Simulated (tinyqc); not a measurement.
Van der Pauw, Hall and four-point-probe measurements on a doped layer: two steps of the calculation.

A uniform p-type layer with sheet resistance Rs = 1/(q ns mu), point contacts, low field (mu B small).

Parameters, values chosen for the exercise: Hall factor rH = 1.1; magnetic field B = 1 T; current I = 1000 uA; thickness of the layer t = 190 nm.

Constants: q = 1.602176634e-19 C. Results are converted to the units shown.

Problem 1. New z. The van der Pauw equation exp(-pi RA z) + exp(-pi RB z) = 1 is solved for z = 1/Rs: e1 = exp(-pi RA z), e2 = exp(-pi RB z), f = e1 + e2 - 1, f' = -pi (RA e1 + RB e2), z(new) = z - f/f'.

z after iteration 1 = 0.011918889 mS
RA = 3150.2763 ohm
RB = 50539.005 ohm

Find: e1; e2; f; f'; z after iteration 2.

Solution 1.

e1 = 0.8887
e2 = 0.1507
f = 0.03944
f' = -32.72 kohm
z after iteration 2 = 0.01312 mS

Problem 2. Sheet density, mobility and bulk values. Rs = 1/z; Hall sheet density B I/(q |VH|); Hall mobility |VH|/(Rs B I); true values ns = rH times the Hall density, mu = Hall mobility/rH; bulk density ns/t, resistivity Rs t; correction factor F = Rs/[(pi/ln 2)(RA + RB)/2].

converged z = 0.013217957 mS
VH = 208.05030 mV
RA = 3150.2763 ohm
RB = 50539.005 ohm

Find: Rs; Hall sheet density; Hall mobility; ns; mu; bulk density; resistivity; F.

Solution 2.

Rs = 75655 ohm/square
Hall sheet density = 3.0000e12 cm^-2
Hall mobility = 27.500 cm^2/(V s)
ns = 3.3000e12 cm^-2
mu = 25.000 cm^2/(V s)
bulk density = 1.7368e17 cm^-3
resistivity = 1.4374 ohm cm
F = 0.62180

Computed by the program tinyqc: `OMP_NUM_THREADS=1 python tinyqc.py 2850126 2850127 out.jsonl`, one thread of a shared Intel Xeon 2.30GHz, about 0.04 s for the whole run.
